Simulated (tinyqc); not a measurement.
Carrier lifetime of a p-type layer with SRH, radiative, Auger and surface recombination: two steps of the calculation.

Uniform excess density dn = dp (no trapping), n = n0 + dn, p = p0 + dn, Boltzmann statistics, full ionisation. Surfaces enter as a rate 2 S dn/d, which holds while diffusion to them is fast.

Parameters, values chosen for the exercise; band and dielectric values those of a made-up semiconductor:
```
symbol    value        unit                                      meaning
T           400           K                                  temperature
B       4.4e-15      cm^3/s                        radiative coefficient
Cn      5.2e-31      cm^6/s            Auger coefficient (two electrons)
Cp      1.4e-31      cm^6/s                Auger coefficient (two holes)
S             0        cm/s  surface recombination velocity (both faces)
d             1          um                             sample thickness
G        4.7e19  cm^-3 s^-1                              generation rate
```

Constants: q = 1.602176634e-19 C, kB = 1.380649e-23 J/K, Vt = kB T/q. Results are converted to the units shown.

Problem 1. New dn. With e = n p - ni^2 = dn (n0 + p0 + dn): U_SRH = e/(tp0 (n + n1) + tn0 (p + p1)), U_rad = B e, U_Aug = (Cn n + Cp p) e, U_s = 2 S dn/d. Newton step on ln U(ln dn) = ln G, U the sum: k = d ln U/d ln dn (central difference over factors 1.0001), dn(new) = dn (G/U)^(1/k).

dn after iteration 1 = 2.8646083e14 cm^-3
n0 = 2.1278014e11 cm^-3
p0 = 6.6002128e15 cm^-3
n1 = 5.5853756e11 cm^-3
p1 = 2.5144132e15 cm^-3
tn0 = 6.1728395e-7 s
tp0 = 1.2345679e-4 s

Give: U_SRH; U_rad; U_Aug; U_s; k; dn after iteration 2.

Solution 1.

U_SRH = 4.781e19 cm^-3 s^-1
U_rad = 8.680e15 cm^-3 s^-1
U_Aug = 2.196e15 cm^-3 s^-1
U_s = 0 cm^-3 s^-1
k = 0.1805
dn after iteration 2 = 2.603e14 cm^-3

Problem 2. Lifetime, shares and quasi-Fermi splitting. tau = dn/U, shares of U, splitting Vt ln(n p/ni^2), radiative efficiency U_rad/U.

converged dn = 2.6078488e14 cm^-3
ni = 3.7475248e13 cm^-3
n0 = 2.1278014e11 cm^-3
p0 = 6.6002128e15 cm^-3
n1 = 5.5853756e11 cm^-3
p1 = 2.5144132e15 cm^-3
tn0 = 6.1728395e-7 s
tp0 = 1.2345679e-4 s

Find: tau; shares; quasi-Fermi splitting.

Solution 2.

tau = 5.5486e-6 s
shares (%): SRH 99.979, radiative 0.017, Auger 0.004, surface 0.000
quasi-Fermi splitting = 0.24648 V

SRH recombination takes the largest share. dn is 0.040 times the doping: low injection.

Computed by the program tinyqc: `OMP_NUM_THREADS=1 python tinyqc.py 2300102 2300103 out.jsonl`, one thread of a shared Intel Xeon 2.30GHz, about 0.01 s for the whole run.
